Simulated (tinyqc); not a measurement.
# From one set of inputs to another, one input at a time

Model: single-band model of a thermoelectric material. Computed by tinyqc, a small Python program. Command: `OMP_NUM_THREADS=1 python tinyqc.py 3007209 3007210 out.jsonl thermo ladder`. One thread of a shared host (Intel(R) Xeon(R) Processor @ 2.30GHz), about 0.04 s of CPU time with the checks.

One spherical band, one scattering law, no minority carriers and no phonon drag. In a real material minority carriers limit |S| to about E_g/(2 e T), so larger values are formal. eta = E_F/(k_B T) is counted from the band edge; f = 1/(1 + exp(x - eta)).

The inputs printed are set A. Set A is modelled on n-type Mg3Sb2; the values taken over come from a set modelled on n-type silicon. Inputs not listed in the table keep their values of set A, so the rows need not describe a real material.

Inputs (values chosen for the exercise, modelled on n-type Mg3Sb2):

| quantity | value | unit |
|---|---|---|
| density-of-states mass m | 1 | m_0 |
| non-parabolicity alpha | 1.1 | 1/eV |
| mobility parameter mu_300 | 270 | cm^2/(V s) |
| temperature exponent p | 1.5 | - |
| lattice thermal conductivity kappa_L | 0.74 | W/(m K) |
| carrier density n | 9.5e+19 | 1/cm^3 |
| temperature T | 470 | K |

Band: Kane. Scattering: acoustic phonons, r = -0.5.

Constants: m_0 = 9.1093837015e-31 kg; k_B = 1.380649e-23 J/K; hbar = 1.054571817e-34 J s; k_B = 8.617333262e-05 eV/K; e = 1.602176634e-19 C.

Method:
- With x = E/(k_B T), a = alpha k_B T (0 for a parabolic band), G = x (1 + a x), D = 1 + 2 a x and <y> = int y f (1 - f) dx, f = 1/(1 + exp(x - eta)): tau = tau_0 G^r/D; transport function s = G^(3/2 + r)/D^2; n = N_0 <G^(3/2)> with N_0 = (2 m k_B T)^(3/2)/(3 pi^2 hbar^3).
- Integrals over x = E/(k_B T) use 160 Gauss-Legendre points in u = sqrt(x) from 0 to sqrt(max(eta, 0) + 32).
- Solve for eta.
- sigma = e mu_0 N_0 <s> with mu_0 = e tau_0/m = mu_300 (T/300 K)^(-p); |S| = (k_B/e)(<x s>/<s> - eta); Lorenz number L = (k_B/e)^2 (<x^2 s>/<s> - (<x s>/<s>)^2); kappa_e = L sigma T; zT = S^2 sigma T/(kappa_L + kappa_e).
- Hall factor r_H = <G^(3/2)> <G^(3/2 + 2r)/D^4>/<s>^2; drift mobility sigma/(n e) with n = N_0 <G^(3/2)>; power factor S^2 sigma.
- Quality factor B = (k_B/e)^2 e mu_0 N_0 T/kappa_L; zT and the power factor are maximised over eta between -8 and 30.

Each row keeps all changes above it:

| input moved | from | to | zT | largest zT | Lorenz number L (1e-8 V^2/K^2) |
|---|---|---|---|---|---|
| set A | - | - | 5.0096e-01 | 0.73670 | 1.5024 |
| lattice thermal conductivity kappa_L (W/(m K)) | 0.74 | 64 | 1.0095e-02 | 0.01112 | 1.5024 |
| carrier density n (1/cm^3) | 9.5e+19 | 1e+21 | 9.9787e-04 | 0.01112 | 2.2214 |
| temperature T (K) | 470 | 770 | 3.4146e-03 | 0.01479 | 1.9188 |
| non-parabolicity alpha (1/eV) | 1.1 | 0.66 | 4.7087e-03 | 0.01828 | 2.0001 |
| mobility parameter mu_300 (cm^2/(V s)) | 270 | 1800 | 2.4684e-02 | 0.11701 | 2.0001 |
| density-of-states mass m (m_0) | 1 | 1.2 | 4.3424e-02 | 0.15169 | 1.9047 |

zT goes from 0.501 to 0.0434, a factor 0.0867 in all. The largest single move comes from lattice thermal conductivity kappa_L (a factor 0.0202), and mobility parameter mu_300 works against it (a factor 5.24). Largest zT goes from 0.737 to 0.152, a factor 0.206 in all. The largest single move comes from lattice thermal conductivity kappa_L (a factor 0.0151), and mobility parameter mu_300 works against it (a factor 6.40). Lorenz number L goes from 1.50 to 1.90, a factor 1.27 in all. The largest single move comes from carrier density n (a factor 1.48), and temperature T works against it (a factor 0.864). The single moves hold for this order of the switches; the total does not depend on the order.

Extremes, crossings and ranges named in words are read from the listed rows.
